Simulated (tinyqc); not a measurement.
Growth of a silicide layer between metal and silicon: linear-parabolic kinetics, ramp anneals and Kissinger analysis: one step, computed by the program tinyqc.

One compound layer of thickness x grows by diffusion through itself and reaction at an interface, dx/dt = 1/(2x/K + 1/v), until the metal is used up at x = a h.

Problem. Geometry at full reaction. Silicon consumed b h, sheet resistance rho/(final thickness) with 1 micro-ohm cm/nm = 10 ohm; margin to the junction x_j - b h.

Inputs (values chosen for the exercise, modelled on TiSi2): metal thickness h = 8.7 nm; silicon consumed per metal thickness b = 2.27; silicide resistivity = 63 micro-ohm cm; junction depth x_j = 64 nm.

final thickness = 21.837 nm

Give: silicon consumed; sheet resistance; margin to the junction.

Solution.

silicon consumed = 19.749 nm

sheet resistance = 28.85 ohm/square

margin to the junction = 44.251 nm

The layer takes 31 % of the junction depth; its surface lies 2.09 nm above the original silicon surface.
